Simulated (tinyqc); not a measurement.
Inside a calculation. Model: threshold of a short bulk MOSFET: charge sharing, barrier lowering, narrow width.

tinyqc, about 0.01 s, one thread, Intel Xeon 2.30GHz (shared host): `OMP_NUM_THREADS=1 python tinyqc.py 2002092 2002093 out.jsonl` Printed values are rounded.

n-channel device on a p-type body, depletion approximation, full ionisation. Uniform doping N = Na. Vbi from Boltzmann statistics is rough for the degenerate source. Cox = eps0 eox/tox.

Values chosen for this exercise; band and dielectric values close to those of silicon: temperature T = 300 K; band gap Eg = 1.12 eV; relative permittivity eps_r = 11.7; conduction-band density of states at T Nc = 2.81e19 cm^-3; valence-band density of states at T Nv = 2.63e19 cm^-3; relative permittivity of the gate insulator (close to silicon nitride) eox = 7.35; insulator thickness tox = 3 nm; channel doping Na = 9e17 cm^-3; source and drain doping Nsd = 1e20 cm^-3; flat-band voltage for the doping Na Vfb = -0.95 V; junction depth xj = 91 nm; body-source voltage Vbs = 0 V; drain-source voltage Vds = 1.2 V; gate width W = 1300 nm; shape factor of the fringing depletion at the width edges xw = 0.7854; channel length L = 140 nm.

Constants: q = 1.602176634e-19 C, kB = 1.380649e-23 J/K, Vt = kB T/q, eps0 = 8.8541878128e-14 F/cm where lengths are in cm. Results are converted to the units shown.

## Long-channel threshold and scales

ni = sqrt(Nc Nv) exp(-Eg/(2 Vt)), Eg in volts; 2 pB = 2 Vt ln(N/ni); flat band Vfb - Vt ln(N/Na); Wd = sqrt(2 eps0 eps_r (2 pB - Vbs)/(q N)); body term q N Wd/Cox; long-channel VT0 = flat band + 2 pB + body term; Vbi = Vt ln(N Nsd/ni^2); scale length l = sqrt((eps_r/eox) tox Wd).

N = 9e17 cm^-3
2 pB = 0.943791 V
flat band = -0.95 V
Wd = 36.8251 nm
body term = 0.244783 V
VT0 = 0.238575 V
Vbi = 1.06557 V
l = 13.2612 nm

## Short-channel and narrow-width shifts

Charge sharing (trapezoid; it ignores Vds): F = (xj/L)(sqrt(1 + 2 Wd/xj) - 1), lowering = body term times F. Barrier lowering: th = exp(-L/(2 l)) + 2 exp(-L/l), lowering = th [2 (Vbi - 2 pB) + Vds], DIBL = th. Narrow width: rise = body term times xw Wd/W. VT by each model = VT0 - lowering + rise.

F = 0.224327
lowering by charge sharing = 54.9115 mV
th = 0.00515173
lowering of the barrier = 7.43680 mV
DIBL = 5.15173 mV/V
narrow-width rise = 5.44595 mV
VT, charge sharing = 0.189109 V
VT, barrier lowering = 0.236584 V

L is 10.6 scale lengths. The charge-sharing lowering is 7.38 times the barrier lowering; the first falls off as 1/L and the second exponentially. Both describe the same loss of gate control, so they are alternatives and are not added.
